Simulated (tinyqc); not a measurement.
Doping from resistivity.

Inverse problem. A uniform, uncompensated and fully ionised sample has rho = 1/(q N mu), mu = m1 + (m2 (T/300 K)^(-bt) - m1)/(1 + (N/Nr)^am). Find N, mu and the diffusion coefficient mu Vt.

Values chosen for this exercise:
- T = 300 K (temperature)
- m1 = 51.8 cm^2/(V s) (mobility limit at high doping)
- m2 = 1370 cm^2/(V s) (mobility limit at low doping, at 300 K)
- Nr = 9.81e16 cm^-3 (reference doping of the mobility law)
- am = 0.702 (exponent of the mobility law)
- bt = 2.5 (temperature exponent of m2)

Constants: q = 1.602176634e-19 C, kB = 1.380649e-23 J/K, Vt = kB T/q. Results are converted to the units shown.

resistivity = 0.088348800 ohm cm

Solution. With am below 1 the product N mu rises steadily with N, so one doping matches; it is found by iterating N = 1/(q rho mu(N)).

N = 1.00e17 cm^-3
mu = 706 cm^2/(V s)
diffusion coefficient = 18.3 cm^2/s

Computed by the program tinyqc: `OMP_NUM_THREADS=1 python tinyqc.py 2110085 2110086 out.jsonl`, one thread of a shared Intel Xeon 2.30GHz, about 0.01 s for the whole run.
